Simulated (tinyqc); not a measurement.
What each parameter does: dielectric confinement in a thin film (image charges).

A film |z| < t/2 of dielectric constant eps between half-spaces of dielectric constant e2; lam = (eps - e2)/(eps + e2), q = e^2/(4 pi eps0). The self-energy of a band edge is taken with the high-frequency value, e2 = eh, and the field of a fixed ion with the static one, e2 = eo. A charge at z has images lam^|n| at n t + (-1)^n z. Its self-energy is S(z) = (q/2 eps) sum over n >= 1 of lam^n [1/(n t - 2z) + 1/(n t + 2z)] for odd n and 2 lam^n/(n t) for even n; at the centre S(0) = -(q/(eps t)) ln(1 - lam).

Donor at the centre, lam from the static eo, trial function cos(pi z/t) exp(-rho/l): E(l) = c/(m l^2) - (q/eps) times the integral over k of F(k t) (1 + (k l/2)^2)^(-3/2), with F(x) = F0 + 2 lam exp(-x) G/(1 - lam exp(-x)), F0 = 2[(1 - exp(-x/2))/x + x (1 + exp(-x/2))/(x^2 + 4 pi^2)], G = 2 sinh(x/2)[1/x - x/(x^2 + 4 pi^2)]; c = hbar^2/2m0. The binding energy is -E at the minimum, counted from the subband edge with its self-energy.

Constants: e^2/(4 pi eps0) = 14.39964547 eV angstrom; hbar^2/2m0 = 3.80998211 eV angstrom^2; Ry = 13.60569312 eV.

Parameters, chosen for this exercise (near those of a Ge film in vacuum; shifted at random, so the results belong to these values and not to a real crystal):
- t = 48 angstrom (film thickness)
- eps = 16 (dielectric constant of the film)
- eh = 1 (high-frequency dielectric constant outside)
- eo = 1 (static dielectric constant outside)
- m = 0.155 m0 (mass in the plane)

<S> is the mean over (2/t) cos^2(pi z/t).

Results for these values:

| case | lam from eh | <S> (meV) | binding (meV) | l (angstrom) |
|---|---|---|---|---|
| base | 0.882 | 43.8 | 92.0 | 34.4 |

What happens to each result for eh = 1.3, all else kept?

Answer: lam from eh falls from 0.882 to 0.850; <S> falls from 43.8 to 39.1; binding does not change at the printed digits; l does not change at the printed digits.

The same for each parameter in turn:

| case | lam from eh | <S> (meV) | binding (meV) | l (angstrom) |
|---|---|---|---|---|
| base | 0.882 | 43.8 | 92.0 | 34.4 |
| t = 42 angstrom | 0.882 | 50.1 | 102.0 | 32.5 |
| eps = 14.4 | 0.870 | 46.6 | 100.7 | 32.5 |
| eo = 1.4 | 0.882 | 43.8 | 80.7 | 34.8 |
| eh = 1.3 | 0.850 | 39.1 | 92.0 | 34.4 |
| m = 0.186 m0 | 0.882 | 43.8 | 95.8 | 31.0 |

(tinyqc, `OMP_NUM_THREADS=1 python tinyqc.py 1280299 1280300 out.jsonl`, Intel(R) Xeon(R) Processor @ 2.30GHz, 1 thread, shared host, about 0.03 s.)
